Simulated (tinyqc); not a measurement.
# MOS capacitor on a p-type substrate, surface potential from the exact charge relation, step by step

tinyqc, about 0.01 s, one thread, Intel Xeon 2.30GHz (shared host): `OMP_NUM_THREADS=1 python tinyqc.py 2060019 2060020 out.jsonl` Printed values are rounded.

Uniform p-type substrate, Boltzmann statistics, full ionisation, classical densities. psi is the surface potential against the body (positive when the bands bend down) and u = psi/Vt. Traps are spread evenly over the gap and neutral at flat band, so their charge is -q Dit psi; the minority quasi-Fermi level is shifted by Vb.

Values chosen for this exercise; band and dielectric values close to those of silicon: temperature T = 250 K; band gap Eg = 1.11 eV; relative permittivity eps_r = 11.8; conduction-band density of states at T Nc = 2.15e19 cm^-3; valence-band density of states at T Nv = 2.02e19 cm^-3; electron affinity chi = 4.02 eV; acceptor density of the substrate N = 1.5e17 cm^-3; relative permittivity of the gate insulator (close to silicon dioxide) eox = 3.9; insulator thickness tox = 6.7 nm; gate work function phiM = 4.11 eV; fixed charge at the interface, in units of q Nf = 0 cm^-2; density of interface traps Dit = 0 cm^-2 eV^-1; reverse bias of the inversion layer against the body Vb = 0 V; gate voltage against the body Vg = -1.95 V.

Constants: q = 1.602176634e-19 C, kB = 1.380649e-23 J/K, Vt = kB T/q, eps0 = 8.8541878128e-14 F/cm where lengths are in cm. Results are converted to the units shown.

Range of the model: At this gate voltage the surface density exceeds 0.3 of the band density of states, so degeneracy and confinement would lower the charge and capacitance.

## Flat band, threshold and scales

ni = sqrt(Nc Nv) exp(-Eg/(2 Vt)), Eg in volts; phiF = Vt ln(N/ni); Cox = eps0 eox/tox; Vfb = phiM - chi - (Eg - Vt ln(Nv/N)) - q Nf/Cox; Q0 = sqrt(2 eps0 eps_r q N Vt); r = (ni/N)^2 exp(-Vb/Vt); VT = Vfb + [(2 phiF + Vb)(1 + q Dit/Cox) + sqrt(2 eps0 eps_r q N (2 phiF + Vb))/Cox].

ni = 1.35079e8 cm^-3
phiF = 0.448705 V
Cox = 0.515393 uF/cm^2
Vfb = -0.914377 V
Q0 = 32.8918 nC/cm^2
r = 8.10946e-19
VT = 0.394930 V

## Starting value

psi = Vg - Vfb (all of the voltage in the semiconductor).

psi at the start = -1.03562 V

## Iteration 1: Newton step for the surface potential

u = psi/Vt; F^2 = exp(-u) + u - 1 + r (exp(u) - u - 1); Qs = -sign(u) Q0 F; Cs = -dQs/dpsi = (Q0/Vt) |1 - exp(-u) + r (exp(u) - 1)|/(2 F). f = Vfb + psi + (q Dit psi - Qs)/Cox - Vg, f' = 1 + (Cs + q Dit)/Cox, psi(new) = psi - f/f'.

u = -48.0716
F = 2.74547e10
Qs = 9.03036e11 nC/cm^2
Cs = 2.09586e10 uF/cm^2
f = -1.75213e9 V
f' = 4.06653e10
psi after iteration 1 = -0.992536 V

This iterate lies far beyond the solution, so its charge is not a physical one.

## Iteration 2: Newton step for the surface potential

As before.

u = -46.0716
F = 1.01000e10
Qs = 3.32208e11 nC/cm^2
Cs = 7.71024e9 uF/cm^2
f = -6.44573e8 V
f' = 1.49599e10
psi after iteration 2 = -0.949449 V

This iterate lies far beyond the solution, so its charge is not a physical one.

## Iteration 3: Newton step for the surface potential

As before.

u = -44.0716
F = 3.71560e9
Qs = 1.22213e11 nC/cm^2
Cs = 2.83644e9 uF/cm^2
f = -2.37125e8 V
f' = 5.50345e9
psi after iteration 3 = -0.906363 V

This iterate lies far beyond the solution, so its charge is not a physical one.

## Course of the Newton iteration

Stop when the step is below 1e-10 V, or after 60 iterations.

Course of the iteration:
```
iteration  psi before the step (V)     f (V)  step (V)
1                         -1.03562   -1.75e9    0.0431
2                        -0.992536   -6.45e8    0.0431
3                        -0.949449   -2.37e8    0.0431
4                        -0.906363   -8.72e7    0.0431
5                        -0.863276   -3.21e7    0.0431
6                        -0.820189   -1.18e7    0.0431
7                        -0.777103   -4.34e6    0.0431
8                        -0.734016   -1.60e6    0.0431
9                        -0.690929   -5.88e5    0.0431
...                            ...       ...       ...
19                       -0.260765     -26.3    0.0418
20                       -0.218978     -9.46    0.0395
21                       -0.179495     -3.25    0.0337
22                       -0.145808    -0.984    0.0219
23                       -0.123861    -0.207   7.54e-3
24                       -0.116324   -0.0163   6.99e-4
25                       -0.115625  -1.23e-4   5.39e-6
26                       -0.115619  -7.26e-9  3.17e-10
27                       -0.115619    < 1e-3   < 1e-14
```

Converged in 27 iterations. In 18 iterations the step is within 3 % of 2 Vt = 43.1 mV: there Qs grows as exp(|u|/2), and a Newton step on such an exponential moves psi by 2 Vt whatever the distance left.

## Charges, field and capacitances at the solution

converged psi = -0.115619 V

u = psi/Vt; F^2 = exp(-u) + u - 1 + r (exp(u) - u - 1); Qs = -sign(u) Q0 F; Cs = -dQs/dpsi = (Q0/Vt) |1 - exp(-u) + r (exp(u) - 1)|/(2 F). Low frequency: 1/C_LF = 1/Cox + 1/(Cs + q Dit). High frequency, in the simple estimate in which traps and minority carriers do not follow: 1/C_HF = 1/Cox + 1/Cd, Cd being Cs with r = 0 at the same psi. Minority sheet density N_inv = (Q0/(2 q)) int_0^u r (exp(t) - 1)/F(t) dt for u > 0. Oxide field |Qs - q Dit psi + q Nf|/(eps0 eox).

Qs = 474.163 nC/cm^2
N_inv = 0 cm^-2
oxide field = 1.37314 MV/cm
Cs = 11.2891 uF/cm^2
C_LF/Cox = 0.956339
C_HF/Cox = 0.956339

The surface is in accumulation (borders at |psi| = 0, phiF + Vb and 2 phiF + Vb = 0.897 V).
